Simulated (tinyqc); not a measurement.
Inside a calculation: inter-valley coupling by envelope functions against a chain of atomic planes. Values are carried at full precision from step to step, so a last printed digit may differ when a step is redone from the rounded ones.

Chain: E(phi) = e0 + 2 v cos(phi) + 2 u cos(2 phi), cos(phi0) = -v/(4u), e0 = 2u + v^2/(4u); plane j = 0, 1, ... has the potential V_j = dE x_j + F (j - 30) a/4 (1 MV/m = 1e-4 V/angstrom). There are 30 barrier planes a side; with y = j - 29.5, x_j = xb (f(y) + f(Nw - y)), f(y) = 1/(1 + exp(y/L)), plus any Ge added in the well. The valley splitting is the spacing of the two lowest levels. Envelope theory: F_j solves a one-valley chain with hopping -b and diagonal 2b + V_j, b = 4u sin^2(phi0), sum F_j^2 = 1; the valleys couple by Dv = sum_j F_j^2 V_j exp(-2 i phi0 j) and split by 2|Dv|.

Constants: hbar^2/2m0 = 3.80998211 eV angstrom^2.

Values chosen for the exercise (near those of the Delta valleys of silicon in a SiGe well; shifted at random, so the results belong to these values and not to a real crystal):
- a = 5.431 angstrom (lattice constant; planes lie a/4 apart)
- u = 0.588 eV (second-neighbour hopping)
- v = 0.68 eV (nearest hopping)
- Nw = 53 (planes in the well)
- L = 1.5 planes (interface width)
- xb = 0.23 (Ge fraction of the barriers)
- dE = 0.62 eV (offset per unit Ge fraction)
- F = 5 MV/m (field)
- js = 49 (plane j of a Ge spike (the well starts at j = 30))
- xs = 0.07 (Ge fraction added on that plane)

## Valley phase, mass and the wavelengths that couple the valleys

phi0; b = 4u sin^2(phi0); mass m/m0 = c/(b (a/4)^2), c = hbar^2/2m0. A potential couples the valleys if its phase advances by 2 phi0 a plane, or, since only whole planes count, by 2 pi - 2 phi0: periods pi/phi0 and pi/(pi - phi0) planes.

phi0 = 1.86410 rad
b = 2.15540 eV
mass = 0.9589 m0

periods (planes): pi/phi0 1.6853, pi/(pi - phi0) 2.4592

longer period = 3.3390 angstrom

## The smooth well

Lowest doublet of the chain and the envelope result.

level (meV): chain 21.337, envelope 21.362

splitting (micro-eV): chain 0.0897, envelope 0.0891

planes covered, 1/sum F^4 = 34.17
largest F_j^2 = 0.04072

The levels agree within 0.02 meV. A graded interface has little Fourier weight at 2 phi0, so the splitting is a small remainder of cancelling terms; the envelope value is 0.99 times that of the chain.

## One plane of added Ge, to first order

F_j^2 of the smooth well on that plane = 0.03907

F_j is the envelope on plane j (sum F_j^2 = 1) and Dv the coupling of the two valleys, which split by 2|Dv|. A single plane has Fourier weight at all wavelengths: it adds dE xs F_j^2 to |Dv|, so the splitting is about 2 dE xs F_j^2 if this term rules, and the mean of the doublet rises by dE xs F_j^2.

splitting = 3391 micro-eV
rise of the mean level = 1.696 meV

The chain with the spike gives 3051 micro-eV and a rise of 1.525 meV; the envelope solved with the spike gives 3035. First order is +11 % off: the state draws back from the spike, which the envelope solved anew includes.

## Checks

- Splitting with a weak spike (0.02) on plane j = 47 from the envelope against the chain (micro-eV): 971 against 974.

(tinyqc, `OMP_NUM_THREADS=1 python tinyqc.py 1450907 1450908 out.jsonl`, Intel(R) Xeon(R) Processor @ 2.30GHz, 1 thread, shared host, about 0.05 s.)
